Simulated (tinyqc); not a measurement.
From results back to parameters: Kronig-Penney superlattice by transfer matrices. Five cases, with inputs chosen for the exercise.

Problem. The bottom of the first miniband was computed from a hidden barrier width b.

Wells (width a, potential 0, mass mw) alternate with barriers (width b, height V0, mass mb); period d = a + b; c = hbar^2/2m0. The vector (psi, psi'/m) is continuous, and a layer of thickness t carries it by M = [[cos kt, (m/k) sin kt], [-(k/m) sin kt, cos kt]] with k = sqrt(m (E - V)/c); for E < V, k = i kappa gives [[cosh, (m/kappa) sinh], [(kappa/m) sinh, cosh]] of kappa t. A Bloch state obeys cos(q d) = tr(Mb Mw)/2.

Constants: hbar^2/2m0 = 3.80998211 eV angstrom^2.

Case 1.

Values chosen (near those of a GaAs superlattice with barriers of AlGaAs; not measured data): a = 47 angstrom (well width); V0 = 0.219 eV (barrier height); mw = 0.0661 m0 (mass in the wells); mb = 0.0894 m0 (mass in the barriers).

bottom of band 1 = 0.0476934 eV

Case 2.

Values chosen (near those of a GaAs superlattice with barriers of AlGaAs; not measured data): a = 107 angstrom (well width); V0 = 0.3 eV (barrier height); mw = 0.0686 m0 (mass in the wells); mb = 0.0977 m0 (mass in the barriers).

bottom of band 1 = 0.0273571 eV

Case 3.

Values chosen (near those of an InGaAs superlattice with barriers of InP; not measured data): a = 129 angstrom (well width); V0 = 0.246 eV (barrier height); mw = 0.0416 m0 (mass in the wells); mb = 0.0814 m0 (mass in the barriers).

bottom of band 1 = 0.0241725 eV

Case 4.

Values chosen (near those of the light valleys of a Si film between layers of SiO2; not measured data): a = 20 angstrom (well width); V0 = 3.17 eV (barrier height); mw = 0.186 m0 (mass in the wells); mb = 0.508 m0 (mass in the barriers).

bottom of band 1 = 0.2489706 eV

Case 5.

Values chosen (near those of a strained Si superlattice with barriers of SiGe; not measured data): a = 21 angstrom (well width); V0 = 0.187 eV (barrier height); mw = 0.89 m0 (mass in the wells); mb = 0.897 m0 (mass in the barriers).

bottom of band 1 = 0.0339471 eV

Find: k; kappa; tanh(kappa b/2); b.

Solution. At q = 0 the lowest state is even about the centres of well and barrier: cos(kz) joins cosh, so (k/mw) tan(k a/2) = (kappa/mb) tanh(kappa b/2), which gives b.

Case 1.

k = 0.02877 1/angstrom
kappa = 0.06340 1/angstrom
tanh(kappa b/2) = 0.4922
b = 17.0 angstrom

Case 2.

k = 0.02219 1/angstrom
kappa = 0.08361 1/angstrom
tanh(kappa b/2) = 0.9371
b = 41.0 angstrom

Case 3.

k = 0.01625 1/angstrom
kappa = 0.06884 1/angstrom
tanh(kappa b/2) = 0.8010
b = 32.0 angstrom

Case 4.

k = 0.11025 1/angstrom
kappa = 0.62408 1/angstrom
tanh(kappa b/2) = 0.9538
b = 6.0 angstrom

Case 5.

k = 0.08905 1/angstrom
kappa = 0.18983 1/angstrom
tanh(kappa b/2) = 0.6407
b = 8.0 angstrom

Computed by tinyqc, one run a case: `OMP_NUM_THREADS=1 python tinyqc.py N N+1 out.jsonl` with N = 1251924, 1251948, 1251960, 1251973, 1252011; one thread of a shared Intel(R) Xeon(R) Processor @ 2.30GHz, about 0.06 s a run at most.
